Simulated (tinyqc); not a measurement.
# Capacitances against the distance to each plane

Endless row of lines of width wl, height tl and space sl between grounded planes at distance hd; e2 fills the gaps beside the lines, e1 the rest. Laplace's equation is solved on meshes of 3, 6 and 12 steps per unit u and extrapolated (Aitken), which is good to about 0.2 %. C_even (all lines at 1 V) is the capacitance Cg to the planes; C_odd (neighbours in antiphase) = Cg + 4 Cc if only nearest neighbours couple, which defines Cc; total with quiet neighbours Cg + 2 Cc. Plate values 2 eps0 e1 wl/hd and eps0 e2 tl/sl.

Values chosen for this exercise: relative permittivity above and below the lines e1 = 4.2; relative permittivity between the lines e2 = 2; line width, in units u wl = 4 u; line height tl = 10 u; space between lines sl = 8 u.

Constants: eps0 = 8.8541878128e-12 F/m. Results are converted to the units shown.

The same in every row: plate Cc (aF/um) = 22.1.

Result of one run:
```
Cg (aF/um)  Cc (aF/um)  Cg + 2 Cc (aF/um)  C_odd (aF/um)  plate Cg (aF/um)  share of coupling, 2 Cc/(Cg + 2 Cc) (%)
139               22.2                184            228              59.5                                     24.2
```

Which distance to each plane hd gave this result: 2, 3, 5 or 6 u?

hd = 5 u.

The whole series:
columns A: hd (u); B: Cg (aF/um); C: Cc (aF/um); D: Cg + 2 Cc (aF/um); E: C_odd (aF/um); F: plate Cg (aF/um); G: share of coupling, 2 Cc/(Cg + 2 Cc) (%)
```
A      B     C    D    E     F     G
2    274  12.3  298  323   149  8.27
3    204  15.6  236  267  99.2  13.3
4    165  19.0  203  241  74.4  18.7
5    139  22.2  184  228  59.5  24.2
6    120  25.1  170  221  49.6  29.5
8   94.7  29.9  154  214  37.2  38.7
10  78.1  33.4  145  212  29.8  46.1
```

As hd goes from 2 to 10, Cg falls from 274 to 78.1 aF/um, Cc rises from 12.3 to 33.4 aF/um and the share of coupling rises from 8.27 to 46.1 %. Cg is 1.84 times its plate value in the first row and 2.63 times in the last; for Cc the ratios are 0.557 and 1.51. Neighbours in antiphase raise the load by a factor of 1.08 and 1.46 over quiet ones. For hd = 10 the planes are farther than 0.8 of the pitch, so second neighbours couple too and Cg + 2 Cc understates the quiet load by a per cent or more.

Computed by the program tinyqc: `OMP_NUM_THREADS=1 python tinyqc.py 2790154 2790155 out.jsonl`, one thread of a shared Intel Xeon 2.30GHz, about 1 s for the whole run.
